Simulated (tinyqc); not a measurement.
CCSD on RHF in the 6-31g basis, for HeH+, spin multiplicity 1, step by step. Computed by tinyqc, a small Python program that keeps every step (integrals from PySCF). Settings: charge = 1, multiplicity = 1, basis = 6-31g, method = RHF, energy threshold = 1e-10, iteration cap = 59, orthogonalisation = symmetric, start = core, DIIS depth = 6, amplitude equations = CCSD, DIIS depth for amplitudes = 4, cap on updates = 75. Command: `OMP_NUM_THREADS=1 python tinyqc.py 22170 22171 out.jsonl` (the two numbers bound the seeds that draw the settings). One thread of a shared host (Intel(R) Xeon(R) Processor @ 2.60GHz), about 0.3 s of CPU time with the checks. The early iterations of the SCF are left out here.

## One-electron integrals

Geometry (angstrom):
```
atom         x         y         z
He    0.000000  0.000000  0.000000
H     0.000000  0.000000  0.960000
```

Basis 6-31g: exponents (1/bohr^2) and contraction coefficients of normalised primitives:
```
element  l (shell)   exponent  coefficient
He           s (1)  38.421634     0.040140
He           s (1)   5.778030     0.261246
He           s (1)   1.241774     0.793185
He           s (2)   0.297964     1.000000
H            s (1)  18.731137     0.033495
H            s (1)   2.825394     0.234727
H            s (1)   0.640122     0.813757
H            s (2)   0.161278     1.000000
```

Overlap, kinetic and nuclear-attraction integrals over the contracted functions; the nuclear repulsion is the sum of Za Zb / Rab.

nuclear repulsion = 1.10245252 hartree

overlap S:
```
          1He 1s    1He 2s     2H 1s     2H 2s
1He 1s  1.000000  0.634148  0.173518  0.282628
1He 2s  0.634148  1.000000  0.419559  0.661035
2H 1s   0.173518  0.419559  1.000000  0.658292
2H 2s   0.282628  0.661035  0.658292  1.000000
```

kinetic energy T (hartree):
```
           1He 1s    1He 2s      2H 1s     2H 2s
1He 1s   2.925655  0.467227  -0.018640  0.083564
1He 2s   0.467227  0.446946   0.141390  0.159870
2H 1s   -0.018640  0.141390   1.395678  0.259735
2H 2s    0.083564  0.159870   0.259735  0.241917
```

nuclear attraction V (hartree):
```
           1He 1s     1He 2s      2H 1s      2H 2s
1He 1s  -5.356489  -2.362748  -0.618761  -1.008553
1He 2s  -2.362748  -2.267099  -1.067711  -1.367482
2H 1s   -0.618761  -1.067711  -2.752984  -1.454110
2H 2s   -1.008553  -1.367482  -1.454110  -1.583348
```

core Hamiltonian H = T + V (hartree):
```
           1He 1s     1He 2s      2H 1s      2H 2s
1He 1s  -2.430834  -1.895521  -0.637400  -0.924990
1He 2s  -1.895521  -1.820153  -0.926322  -1.207612
2H 1s   -0.637400  -0.926322  -1.357305  -1.194375
2H 2s   -0.924990  -1.207612  -1.194375  -1.341432
```

## Two-electron integrals

Functions are numbered as in S; the eight-fold symmetry (ij|kl) = (ji|kl) = (kl|ij) leaves the list below.

Two-electron integrals (ij|kl) in chemists' order, unique and non-zero (hartree):
```
(11|11) 1.543936   (21|11) 0.785447   (21|21) 0.427025   (22|11) 0.803952
(22|21) 0.476190   (22|22) 0.615938   (31|11) 0.193915   (31|21) 0.108159
(31|22) 0.125432   (31|31) 0.033834   (32|11) 0.289341   (32|21) 0.175718
(32|22) 0.239279   (32|31) 0.060833   (32|32) 0.142508   (33|11) 0.545851
(33|21) 0.342088   (33|22) 0.501948   (33|31) 0.130440   (33|32) 0.363538
(33|33) 1.076566   (41|11) 0.333322   (41|21) 0.183306   (41|22) 0.208186
(41|31) 0.049404   (41|32) 0.083260   (41|33) 0.166499   (41|41) 0.080209
(42|11) 0.449714   (42|21) 0.271340   (42|22) 0.366951   (42|31) 0.078971
(42|32) 0.168261   (42|33) 0.383491   (42|41) 0.122469   (42|42) 0.236271
(43|11) 0.350106   (43|21) 0.217920   (43|22) 0.316974   (43|31) 0.077957
(43|32) 0.207792   (43|33) 0.578470   (43|41) 0.104461   (43|42) 0.236641
(43|43) 0.329423   (44|11) 0.460833   (44|21) 0.286091   (44|22) 0.418643
(44|31) 0.090928   (44|32) 0.229118   (44|33) 0.587396   (44|41) 0.132962
(44|42) 0.298374   (44|43) 0.361304   (44|44) 0.453150
```

## Orthogonalisation

S = U s U^T; symmetric (Loewdin) form X = U s^(-1/2) U^T, so that X^T S X = 1.

eigenvalues of S: 0.196541  0.385447  0.971323  2.446689

X:
```
           1He 1s     1He 2s      2H 1s      2H 2s
1He 1s   1.233754  -0.494335  -0.000879   0.065077
1He 2s  -0.494335   1.545290  -0.064272  -0.508648
2H 1s   -0.000879  -0.064272   1.249587  -0.447771
2H 2s    0.065077  -0.508648  -0.447771   1.491701
```

## Iteration 6 (converged): orbitals

converged F (hartree):
```
           1He 1s     1He 2s      2H 1s      2H 2s
1He 1s  -1.115038  -1.352651  -0.601797  -0.768170
1He 2s  -1.352651  -0.964548  -0.624342  -0.700259
2H 1s   -0.601797  -0.624342  -0.384880  -0.653453
2H 2s   -0.768170  -0.700259  -0.653453  -0.627260
```

Diagonalise F' = X^T F X, C = X C', fill 1 alpha and 1 beta electrons from the bottom; D = 2 C_occ C_occ^T. Each column has its largest component positive (the first on a tie).

F' = X^T F X (hartree):
```
           1          2          3          4
1  -0.363144  -1.180593  -0.227271  -0.164254
2  -1.180593   0.084506  -0.206446  -0.226016
3  -0.227271  -0.206446   0.061069  -0.480424
4  -0.164254  -0.226016  -0.480424  -0.100538
```

orbital energies (hartree): MO1 -1.506784, MO2 -0.345825, MO3 0.467756, MO4 1.066746

coefficients C:
```
             MO1        MO2        MO3        MO4
1He 1s  0.595225  -0.239610  -0.000739  -1.165781
1He 2s  0.419823  -0.570406   0.165246   1.538252
2H 1s   0.170083   0.407990   1.253280   0.001804
2H 2s   0.025028   0.909466  -1.252050  -0.541520
```

D after iteration 6:
```
          1He 1s    1He 2s     2H 1s     2H 2s
1He 1s  0.708587  0.499779  0.202475  0.029794
1He 2s  0.499779  0.352503  0.142810  0.021015
2H 1s   0.202475  0.142810  0.057856  0.008514
2H 2s   0.029794  0.021015  0.008514  0.001253
```

## Convergence

Stop when the energy changes by less than 1e-10 hartree and every element of the error matrix X^T (F D S - S D F) X is below 3e-06.

Course of the cycle:
```
iteration  E (hartree)     change  largest element of the error matrix
1          -2.77361093          -                             6.13e-01
2          -2.89742539  -1.24e-01                             3.39e-02
3          -2.89825397  -8.29e-04                             2.40e-03
4          -2.89826185  -7.88e-06                             1.49e-04
5          -2.89826188  -2.75e-08                             4.81e-06
6          -2.89826188  -2.40e-11                             7.88e-08
```

PySCF RHF in the same basis = -2.89826188 hartree

Converged in 6 iterations.

## Integrals over molecular orbitals

(pq|rs) = sum C_ip C_jq C_kr C_ls (ij|kl), one index at a time.

one-electron integrals over orbitals h = C^T H C (hartree):
```
           1          2          3          4
1  -2.493930   0.158500  -0.011157   0.267021
2   0.158500  -1.259889  -0.201864  -0.200919
3  -0.011157  -0.201864  -0.420201   0.031833
4   0.267021  -0.200919   0.031833  -0.361662
```

Two-electron integrals over orbitals (pq|rs), unique and non-zero (hartree):
```
(11|11) 0.987146    (21|11) -0.158501   (21|21) 0.093764    (22|11) 0.503914
(22|21) 0.047530    (22|22) 0.564566    (31|11) 0.011157    (31|21) 0.037110
(31|22) 0.068241    (31|31) 0.036373    (32|11) 0.119487    (32|21) 0.032113
(32|22) 0.137203    (32|31) 0.057645    (32|32) 0.130324    (33|11) 0.462165
(33|21) 0.080641    (33|22) 0.567040    (33|31) 0.097894    (33|32) 0.186739
(33|33) 0.637489    (41|11) -0.267021   (41|21) 0.088010    (41|22) -0.049537
(41|31) 0.004822    (41|32) -0.011461   (41|33) -0.017203   (41|41) 0.191979
(42|11) 0.144465    (42|21) -0.030940   (42|22) 0.038629    (42|31) 0.006643
(42|32) 0.028033    (42|33) 0.038147    (42|41) -0.075633   (42|42) 0.043110
(43|11) -0.013505   (43|21) 0.017952    (43|22) 0.028434    (43|31) 0.014975
(43|32) 0.011965    (43|33) 0.035320    (43|41) -0.006676   (43|42) 0.000365
(43|43) 0.014112    (44|11) 0.810193    (44|21) -0.139675   (44|22) 0.421338
(44|31) -0.008359   (44|32) 0.073215    (44|33) 0.377833    (44|41) -0.210057
(44|42) 0.108458    (44|43) -0.022650   (44|44) 0.726351
```

## CCSD: starting amplitudes

t_ij^ab = <ij||ab> / (e_i + e_j - e_a - e_b), whose energy is MP2.

Starting amplitudes (spin orbitals 1a, 1b, ...; amplitudes related by a flip of all spins are not repeated):
```
from      to          t
1a 1b  2a 2b  -0.040382
1a 1b  4a 4b  -0.037299
1a 1b  2a 4b  -0.023567
1a 1b  2a 3b  -0.011836
1a 1b  3a 3b  -0.009211
1a 1b  3a 4b  -0.001060
```

correlation energy = -0.01631893 hartree

## CCSD: amplitude update 1

t_i^a D_i^a and t_ij^ab D_ij^ab are set to the remaining terms of the spin-orbital equations, evaluated with the old amplitudes; for the doubles these are <ij||ab> + 1/2 <ab||ef> t_ij^ef + 1/2 <mn||ij> t_mn^ab + P(ij)P(ab) <mb||ej> t_im^ae + terms in t^2 + terms with t1, D the orbital-energy denominators.

Amplitudes after update 1 (spin orbitals 1a, 1b, ...; amplitudes related by a flip of all spins are not repeated):
```
from      to          t
1a 1b  2a 2b  -0.047624
1a 1b  4a 4b  -0.045943
1a 1b  2a 4b  -0.031491
1a 1b  2a 3b  -0.012478
1a        2a   0.009886
1a 1b  3a 3b  -0.007971
1a        3a   0.002934
1a 1b  3a 4b  -0.001872
1a        4a  -0.000024
```

correlation energy = -0.02005126 hartree

## CCSD: amplitude update 2

As before.

Amplitudes after update 2 (spin orbitals 1a, 1b, ...; amplitudes related by a flip of all spins are not repeated):
```
from      to          t
1a 1b  2a 2b  -0.051359
1a 1b  4a 4b  -0.047730
1a 1b  2a 4b  -0.034355
1a        2a   0.014484
1a 1b  2a 3b  -0.013038
1a 1b  3a 3b  -0.008012
1a        3a   0.003969
1a 1b  3a 4b  -0.002396
1a        4a  -0.000255
```

correlation energy = -0.02128431 hartree

## CCSD: convergence

E_corr = 1/4 sum <ij||ab> t_ij^ab + 1/2 sum <ij||ab> t_i^a t_j^b; stop when the norm of the change is below 1e-8.

Course of the amplitude iterations:
```
update  correlation energy (hartree)  norm of the change
0                        -0.01631893                   -
1                        -0.02005126            3.52e-02
2                        -0.02128431            1.35e-02
3                        -0.02200594            5.77e-03
4                        -0.02199977            6.37e-04
5                        -0.02199868            1.80e-05
6                        -0.02199892            3.75e-06
7                        -0.02199893            6.61e-07
8                        -0.02199892            1.00e-07
9                        -0.02199892            1.57e-08
10                       -0.02199892            1.67e-09
```

Converged amplitudes (spin orbitals 1a, 1b, ...; amplitudes related by a flip of all spins are not repeated):
```
from      to          t
1a 1b  2a 2b  -0.054549
1a 1b  4a 4b  -0.047993
1a 1b  2a 4b  -0.036236
1a        2a   0.018693
1a 1b  2a 3b  -0.013602
1a 1b  3a 3b  -0.008086
1a        3a   0.004960
1a 1b  3a 4b  -0.002818
1a        4a  -0.000612
```

CCSD total energy = -2.92026080 hartree

T1 diagnostic, norm of the one-spin t1 over sqrt(correlated electrons) = 0.013682

Converged in 10 updates, with DIIS from the third.
